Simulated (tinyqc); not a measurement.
# Hot electrons in a saturated n-channel MOSFET, lucky-electron model: what changes with what

Beyond pinch-off the lateral field grows as Esat cosh(y/l) over the velocity-saturated region (pseudo-two-dimensional model). Impact ionisation in this region gives the substrate current, which biases the body forward through Rsub. Currents are per width. Local-field laws: they overstate ionisation when the field peak is narrower than an energy relaxation length.

Inputs (values chosen for the exercise); values close to those of silicon n-channel devices:

| symbol | value | unit | meaning |
|---|---|---|---|
| L | 0.5 | um | channel length |
| tox | 9.4 | nm | oxide thickness |
| xj | 200 | nm | junction depth |
| VT | 0.49 | V | threshold |
| mu | 420 | cm^2/(V s) | effective mobility |
| vs | 7.4e6 | cm/s | saturation velocity |
| Ai | 2e6 | 1/cm | ionisation prefactor |
| Bi | 1.72 | MV/cm | ionisation field |
| Rd | 400 | ohm um | resistance of the lightly doped drain |
| Rsub | 9600 | ohm um | substrate resistance |
| kb | 0.37 |  | fall of VT per volt of forward body bias |
| m | 2.7 |  | lifetime exponent |
| Hl | 570 | s uA/um | lifetime constant |
| Vd | 3.4 | V | drain voltage |
| Vg | 2.3 | V | gate voltage |

Constants: eps0 = 8.8541878128e-14 F/cm where lengths are in cm. Results are converted to the units shown.

Each table varies one quantity; the others keep the values above.

## Effect of the junction depth

Cox = 3.9 eps0/tox, l = sqrt(3 tox xj), Esat = 2 vs/mu. Overdrive g = Vg - VT + kb Vb; Vdsat = g Esat L/(g + Esat L); Id = Cox vs (g - Vdsat); dV = Vd - Id Rd - Vdsat; Em = sqrt((dV/l)^2 + Esat^2); Isub = Id (Ai/Bi) l Em exp(-Bi/Em). Vb = Rsub Isub is solved self-consistently. Lifetime tau = (Hl/Id)(Isub/Id)^(-m); 1 year = 3.15576e7 s.

Effect of the junction depth:
```
xj (nm)  Id (uA/um)  Em (MV/cm)  Isub (uA/um)    Isub/Id  tau (years)
80           267.10     0.50231        24.139   0.090375    4.4542e-5
110          259.13     0.43094        13.363   0.051567    2.0885e-4
150          254.37     0.37062        6.8795   0.027045    0.0012152
200          251.81     0.32198        3.3889   0.013458    0.0080802
270          250.39     0.27795        1.4502  0.0057916     0.079178
370          249.71     0.23825       0.51742  0.0020721       1.2736
500          249.45     0.20577       0.16605  6.6565e-4       27.354
```

What does the comparison show?

As xj goes from 80 to 500 nm, Em falls from 0.502 to 0.206 MV/cm, Isub falls from 24.1 to 0.166 uA/um and tau rises from 4.45e-5 to 27.4 years. From the first row to the last, log10(tau) changes by 5.8: 5.8 from (Isub/Id)^(-m), which holds Em and l, and 0.030 from 1/Id.

## Effect of the oxide thickness

Same model as above.

Effect of the oxide thickness:
```
tox (nm)  Id (uA/um)  Em (MV/cm)  Isub (uA/um)   Isub/Id  tau (years)
5.2            477.2      0.4132         19.93   0.04176     2.005e-4
6.5            372.0      0.3778         10.76   0.02892     6.934e-4
8              297.9      0.3458         5.736   0.01926     0.002597
9.9            238.7      0.3146         2.841   0.01190      0.01188
12             196.1      0.2882         1.429  0.007285      0.05441
15             156.5      0.2600        0.6018  0.003845       0.3828
19             123.4      0.2329        0.2211  0.001791        3.818
```

What does the comparison show?

As tox goes from 5.2 to 19 nm, Em falls from 0.413 to 0.233 MV/cm, Isub falls from 19.9 to 0.221 uA/um and tau rises from 2.00e-4 to 3.82 years. From the first row to the last, log10(tau) changes by 4.3: 3.7 from (Isub/Id)^(-m), which holds Em and l, and 0.59 from 1/Id.

## Effect of the gate voltage

Same model as above.

Results:
```
Vg (V)  Id (uA/um)  Em (MV/cm)  Isub (uA/um)   Isub/Id  tau (years)
0.64         3.234      0.4355        0.2369   0.07325     0.006487
0.98         29.52      0.4012         1.422   0.04818     0.002202
1.33         75.01      0.3741         2.470   0.03292     0.002423
1.67         130.6      0.3529         3.077   0.02356     0.003435
2.02         195.6      0.3347         3.351   0.01713     0.005421
2.36         264.2      0.3194         3.381   0.01280     0.008825
3.06         416.9      0.2932         3.026  0.007259      0.02584
3.4          495.0      0.2823         2.754  0.005563      0.04465
```

Estimate the missing row, Vg = 2.71 V.

Computed row:
```
Vg (V)  Id (uA/um)  Em (MV/cm)  Isub (uA/um)   Isub/Id  tau (years)
2.71         339.0      0.3056         3.253  0.009596      0.01496
```

With this row back in the table: As Vg goes from 0.64 to 3.4 V, Em falls from 0.435 to 0.282 MV/cm, Isub goes from 0.237 through a maximum of 3.38 (at Vg = 2.36 V among the rows listed) to 2.75 uA/um and tau goes from 0.00649 through a minimum of 0.00220 (at Vg = 0.98 V among the rows listed) to 0.0446 years. Id grows with Vg while the rising Vdsat lowers the field, hence the bell shape; the peak row has Vg/Vd = 0.69.

Program tinyqc, `OMP_NUM_THREADS=1 python tinyqc.py 2550090 2550091 out.jsonl`; Intel Xeon 2.30GHz, shared host, one thread, about 0.01 s.
